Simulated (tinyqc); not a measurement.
Resistance of a source-drain extension with a graded tip: one step of the calculation.

y runs along the channel, the gate covers y > 0. The doping is N0 for y < y0 and N0 10^(-(y - y0)/la) beyond, uniform over the depth xj. Sheet conductance s(y) = q mu(N) max(N - Nch, 0) xj + (for y > 0) ma Cox Vo, with mu(N) = u0 + (u1 - u0)/(1 + (N/Nr)^au) and Cox = eps0 eox/tox. Current is taken as one-dimensional; depletion of the tip, spreading and the contact are left out. The metallurgical junction lies at yj, where N = Nch.

Question. Resistance of the overlapped part. Midpoint rule on 10 equal steps from 0 to yj: R_ov = sum h/s(y), per width.

Parameters, values chosen for the exercise; mobility law close to that of electrons in silicon: relative permittivity of the gate insulator (close to silicon dioxide) eox = 3.9; insulator thickness tox = 1.8 nm; active doping of the extension far from the gate N0 = 1.5e20 cm^-3; lateral abruptness la = 3.8 nm/decade; position under the gate where the fall begins (gate edge at 0) y0 = 2.5 nm; depth of the extension xj = 17 nm; channel doping Nch = 3.4e17 cm^-3; gate overdrive Vo = 0.33 V; mobility of the gate-induced layer ma = 170 cm^2/(V s); mobility at low doping u1 = 1414 cm^2/(V s); mobility at high doping u0 = 68.5 cm^2/(V s); reference doping Nr = 9.2e16 cm^-3; exponent au = 0.711.

Constants: q = 1.602176634e-19 C, eps0 = 8.8541878128e-14 F/cm where lengths are in cm. Results are converted to the units shown.

Give: y; N; doped conductance; sheet resistance; R_ov.

Answer.

```
point   y (nm)  N (cm^-3)  doped conductance (uS)  sheet resistance (ohm/square)
0      0.62748  1.5000e20                  3076.0                         314.11
1       1.8824  1.5000e20                  3076.0                         314.11
2       3.1374  1.0194e20                  2148.8                         443.19
3       4.3923  4.7655e19                  1084.2                         839.06
4       5.6473  2.2277e19                  568.31                         1479.4
5       6.9022  1.0414e19                  311.59                         2385.4
6       8.1572  4.8681e18                  177.68                         3505.1
7       9.4121  2.2757e18                  101.88                         4773.3
8       10.667  1.0638e18                  53.096                         6222.1
9       11.922  4.9728e17                  16.280                         8070.9
```

R_ov = 35.574 ohm um

Computed by the program tinyqc: `OMP_NUM_THREADS=1 python tinyqc.py 2282233 2282234 out.jsonl`, one thread of a shared Intel Xeon 2.30GHz, about 0.03 s for the whole run.
